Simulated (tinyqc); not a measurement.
Surface approximation against the full path: Rutherford backscattering from a thin compound film on silicon: kinematics, yields, composition and thickness. Computed by tinyqc, a small Python program. Command: `OMP_NUM_THREADS=1 python tinyqc.py 3025360 3025361 out.jsonl rbs walk`. One thread of a shared host (Intel(R) Xeon(R) Processor @ 2.30GHz), about 0.01 s of CPU time with the checks.

Singly charged helium ions (Z1 = 2, M1 = 4.0026 u) enter at the tilt angle a1 to the normal and leave at a2 = |180 - theta - tilt| in the same plane. The film is A B_x.

Inputs (values chosen for the exercise, modelled on a helium beam on NiSi):
```
quantity,value,unit
beam energy E0,1.7,MeV
scattering angle theta,160,degrees
tilt of the sample,7,degrees
heavy element: mass M_A,58.7,u
heavy element: stopping eps_A at 2 MeV,71.5,1e-15 eV cm^2
light element: mass M_B,28.09,u
light element: stopping eps_B at 2 MeV,50.8,1e-15 eV cm^2
"atoms of B per atom of A, x",1.05,-
atomic density of the film,81.9,1/nm^3
film thickness d,110,nm
detector resolution (FWHM),15,keV
```

Method:
- Kinematic factor K = [(sqrt(M^2 - M1^2 sin^2 theta) + M1 cos theta)/(M + M1)]^2.
- Surface edges lie at K E0; substrate silicon has M = 28.09 u. Mass resolution at M_A = resolution/(E0 dK/dM).
- Stopping per atom eps(E) = eps(2 MeV) (E/2 MeV)^(-0.4) (a law chosen for the exercise); Bragg rule eps_film = (eps_A + x eps_B)/(1 + x); areal density N d, with 1/nm^2 = 0.1 x 1e15/cm^2.
- Width of the signal of element i: [K_i eps(E0)/cos a1 + eps(K_i E0)/cos a2] N d; depth resolution = resolution x d/width of A; energy lost on the way in = eps(E0) N d/cos a1.
- Surface approximation as above. Full path: dE/ds = -eps(E) integrates to E^1.4 = E(start)^1.4 - 1.4 eps(2 MeV) 2000^0.4 s (keV), applied in (s = N d/cos a1), then K, then out (s = N d/cos a2); width = K E0 - exit energy. The last column is the error in thickness if the full width is read with the surface formula.

energy lost on the way in = 58.9873 keV

widths (keV): A 112.063, B 108.880

surface edges (keV): A 1304.32, B 974.29, Si 974.29

kinematic factors: A 0.767246, B 0.573111, Si 0.573111

Widths (keV):
```
d (nm),"A, surface","A, full","B, full",error (%)
5,5.09,5.10,4.95,0.0783
10,10.19,10.20,9.92,0.1569
20,20.38,20.44,19.88,0.3154
50,50.94,51.35,50.01,0.8000
100,101.88,103.55,101.13,1.6403
150,152.81,156.67,153.47,2.5252
200,203.75,210.80,207.19,3.4599
300,305.63,322.45,319.49,5.5037
```

The error grows roughly in proportion to thickness, from 0.08 % to 5.5 %, because the ion slows and the stopping rises along the path. The signals of A and B would overlap once the width of A exceeds the gap between the edges, 330 keV. Caution: the silicon signal of the film merges with that of the substrate, so only the width of A can be read directly.
